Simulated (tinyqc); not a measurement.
Free and nearly free electrons in a metal, step by step. Values are carried at full precision from step to step, so a last printed digit may differ when a step is redone from the rounded ones.

The cubic cell holds 4 atoms: n = 4 z/a^3, kF = (3 pi^2 n)^(1/3), EF = c kF^2/m, vF = 2 c kF/(m hbar), c = hbar^2/2m0; rs = (3/(4 pi n))^(1/3)/a0; D(EF) = 3 n/(2 EF).

Constants: hbar^2/2m0 = 3.80998211 eV angstrom^2; hbar = 6.58211957e-16 eV s; a0 (Bohr radius) = 0.5291772105 angstrom; kB = 8.617333262e-05 eV/K.

Parameters, chosen for this exercise (near those of Au, whose d bands this model ignores; not measured data):

| symbol | value | unit | meaning |
|---|---|---|---|
| a | 4.111 | angstrom | fcc lattice constant |
| z | 1 |  | free electrons an atom |
| m | 1 | m0 | mass |
| rho | 2.48 | micro-ohm cm | bulk resistivity |
| T | 290 | K |  |
| V | 2 | eV | \|V_G\| for G = (111) |
| x | 0.61 |  | k along G as a share of \|G\|/2 |

## The Fermi sphere

Evaluate the free-electron quantities.

n = 0.05757 1/angstrom^3
kF = 1.1946 1/angstrom
EF = 5.437 eV
vF = 1.383e+06 m/s
rs = 3.036
D(EF) per atom = 0.2759 1/eV

## Relaxation time and mean free path

Drude: 1/rho = n e^2 tau/(m m0) with e = 1.602176634e-19 C and m0 = 9.1093837e-31 kg; mean free path l = vF tau; rho l = hbar kF/(n e^2) = 12 pi^3 hbar/(e^2 S) with S = 4 pi kF^2 does not depend on tau or m.

Use SI units: n in 1/m^3 (1e30 per 1/angstrom^3), rho in ohm m (1e-8 per micro-ohm cm).

tau = 24.85 fs
l = 34.37 nm
rho l = 8.524 1e-16 ohm m^2

Wires lose conductivity to surfaces and grain boundaries, with an excess that scales as rho l over the width and is of the order of rho itself at a width of l = 34 nm.

## Thermal quantities

gamma = (pi^2/3) kB^2 D(EF) per atom, times 96485.33 x 1e3 for mJ/(mol K^2); mu(T) = EF (1 - (pi kB T/EF)^2/12); Wiedemann-Franz kappa = L0 T/rho with L0 = (pi^2/3) (kB/e)^2, kB/e in V/K.

gamma = 0.650 mJ/(mol K^2)
mu - EF = -0.0945 meV
kappa = 286 W/(m K)

## The sphere against the zone faces

Take G = (hkl) 2 pi/a for (111), (200) and (220), with the number of equivalent faces. The Bragg plane of G lies at |G|/2 with |G| = (2 pi/a) sqrt(h^2 + k^2 + l^2). Where kF exceeds it, the sphere cuts the plane in a circle of radius sqrt(kF^2 - G^2/4).

Distance and circle for each G:

| G | faces | \|G\|/2 (1/angstrom) | kF/(\|G\|/2) | circle radius |
|---|---|---|---|---|
| (111) | 8 | 1.3236 | 0.9025 | - |
| (200) | 6 | 1.5284 | 0.7816 | - |
| (220) | 12 | 2.1615 | 0.5527 | - |

The sphere stays inside the first zone; it reaches 0.903 of the way to the nearest faces.

## Two plane waves near the face

Two plane waves k and k - G, G = (111) (2 pi/a): H = [[c k^2/m, V], [V, c (k - G)^2/m]] with c = hbar^2/2m0.

Build H for k along G, diagonalise, and give the weight of the first wave in the lower state and its velocity along G relative to a free electron, (w k + (1 - w)(k - G))/k.

H (eV):
```
        1        2
1  2.4838   2.0000
2  2.0000  12.8967
```

levels (eV): 2.1128  13.2676

w = 0.9667
v/v_free = 0.8910

The splitting is 11.155 eV here and 2V = 4 eV on the face, where the normal velocity vanishes. There the lower band lies at 4.675 eV, below the free EF of 5.437 eV, so by this test the Fermi surface touches the face (V is large against EF, which it lowers, so the test is rough). The real noble metals have necks on these faces, through a gap of 4 to 5 eV at L and their d bands.

## Checks

- Lower level against the closed form of the 2 x 2 problem (eV): both 2.1128.
- The product rho l against hbar kF/(n e^2) (1e-16 ohm m^2): both 8.524.

Program tinyqc; command `OMP_NUM_THREADS=1 python tinyqc.py 1651932 1651933 out.jsonl`; about 0.01 s on one thread of a shared Intel(R) Xeon(R) Processor @ 2.30GHz.
